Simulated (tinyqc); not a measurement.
The integration grid: Kohn-Sham M06L on finer and finer grids in the sto-3g basis, for H4, spin multiplicity 1. Computed by the program tinyqc with PySCF. Self-consistent on each grid; the net force on the molecule should vanish.

Geometry (angstrom):
```
atom       x       y       z
H     0.0000  0.0000  0.0000
H     0.0000  0.0000  1.0710
H     0.0000  1.2660  0.0000
H     0.0000  1.2660  1.0710
```

Kohn-Sham energy on Becke grids (radial x angular points per atom):
```
grid       points  residual of the electron count  E (hartree)  E - finest (mhartree)  largest net force without grid terms (hartree/bohr)
10 x 14       536                        3.89e-02    -2.049919              -9.295281                                             1.19e-15
15 x 26      1520                        1.18e-02    -2.037663               2.961236                                             2.39e-15
20 x 50      3944                        2.52e-03    -2.043522              -2.898039                                             1.05e-15
30 x 86     10244                        2.85e-04    -2.042079              -1.455447                                             1.28e-15
50 x 194    38652                       -2.43e-06    -2.040597               0.027257                                             7.77e-16
75 x 302    90396                       -1.87e-06    -2.040626              -0.001704                                             3.33e-16
120 x 590  282312                       -6.83e-08    -2.040624               0.000000                                             1.94e-16
```

What does the comparison show, and why?

The energy is within 0.1 mhartree of the finest grid first at 50 x 194. The error has both signs, since quadrature is not variational. The net force vanishes by symmetry here, so only the electron count signals a poor grid.
